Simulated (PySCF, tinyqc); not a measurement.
Inside a calculation. Method: CIS and TDHF on RHF in the sto-3g basis, for H3-, spin multiplicity 1. The basis has no diffuse functions, so it cannot describe the extra electron: this is an exercise in the method, not the real anion. The lowest restricted solution is unstable here: a spin-polarised one lies 0.1342 hartree lower (PySCF). One step of it, computed by the program tinyqc.

Task: CIS triplet states. Diagonalise A (1 hartree = 27.211386 eV); each vector has its largest component positive (the first on a tie).

CIS matrix A, triplet (hartree), order 1>3, 2>3:
```
[[0.239197, 0.086095],
 [0.086095, -0.174693]]
```

Give: triplet excitation energies; lowest vectors.

Result:

triplet excitation energies (eV): [-5.2215, 6.9768]

lowest vectors, order 1>3, 2>3:
```
[[-0.1958, 0.9806],
 [0.9806, 0.1958]]
```

A negative triplet energy shows that the restricted solution is unstable towards a spin-polarised one.
